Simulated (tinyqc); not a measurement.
bcc against fcc: Finnis-Sinclair potential for a bcc metal: fit to cohesion and elasticity, then vacancy, surfaces and structure. Computed by tinyqc, a small Python program. Command: `OMP_NUM_THREADS=1 python tinyqc.py 3112961 3112962 out.jsonl fsfit walk`. One thread of a shared host (Intel(R) Xeon(R) Processor @ 2.30GHz), about 0.01 s of CPU time with the checks.

E = (1/2) sum V(r) - A sqrt(rho), rho = sum phi(r), phi = (r - d)^2 for r < d, V = (r - c)^2 (c0 + c1 r + c2 r^2) for r < c. In bcc the 8 first neighbours lie at sqrt(3) a/2 and the 6 second at a; both cut-offs lie below the third shell; Omega = a^3/2; E is per atom and z the number of atoms in a shell. The four constants A, c0, c1, c2 are fitted to E_c, zero pressure, B and C12 - C44 alone, so C44 and C11 - C12 are not matched singly; defects are unrelaxed.

Inputs (values chosen for the exercise, modelled on tantalum):
```
quantity             value      unit
lattice constant a   3.306  angstrom
cohesive energy E_c   8.14        eV
target C11             258       GPa
target C12             159       GPa
target C44            82.9       GPa
density cut-off d/a  1.258         -
pair cut-off c/a     1.261         -
```

Constants: 1 eV/angstrom^3 = 160.2176634 GPa.

Method:
- rho = sum z phi, rho1 = sum z r phi', rho2 = sum z r^2 phi''. At zero pressure the effective pair part V + 2 F' phi obeys C12 = C44, so C12 - C44 = F'' (rho1/3)^2/Omega with F'' = A/(4 rho^(3/2)); this gives A.
- With v_k = (r - c)^2 r^k the rows are (1/2) sum z v_k, (1/2) sum z r v_k' and (1/2) sum z r^2 v_k''. With rho1 = sum z r phi' and rho2 = sum z r^2 phi'' the right-hand sides are: -E_c + A sqrt(rho) (cohesion); A rho1/(2 sqrt(rho)) (zero pressure); 9 B Omega + A [rho2/(2 sqrt(rho)) - rho1^2/(4 rho^(3/2))] with B = (C11 + 2 C12)/3.
- Solve the three equations.
- E of each lattice against the volume per atom, as a multiple of Omega; all neighbours inside the cut-offs are summed.

c0, c1, c2 (eV/angstrom^2, eV/angstrom^3, eV/angstrom^4): 2.59521  -0.97350  0.07257

A = 2.67067 eV/angstrom

Energies (eV/atom):
```
V/Omega      bcc      fcc  fcc less bcc (meV)
0.80     -7.5853  -7.4636              121.63
0.84     -7.8031  -7.6538              149.26
0.88     -7.9599  -7.7957              164.11
0.92     -8.0638  -7.8986              165.22
0.96     -8.1218  -7.9701              151.75
1.00     -8.1400  -8.0169              123.12
1.05     -8.1144  -8.0357               78.75
1.10     -8.0433  -8.0086               34.76
1.20     -7.7928  -7.8418              -49.02
```

The lowest fcc row, at V/Omega = 1.05, lies +104 meV from the bcc minimum: the fit keeps bcc stable, though nothing in it asked for that.

Extremes, crossings and ranges named in words are read from the listed rows.
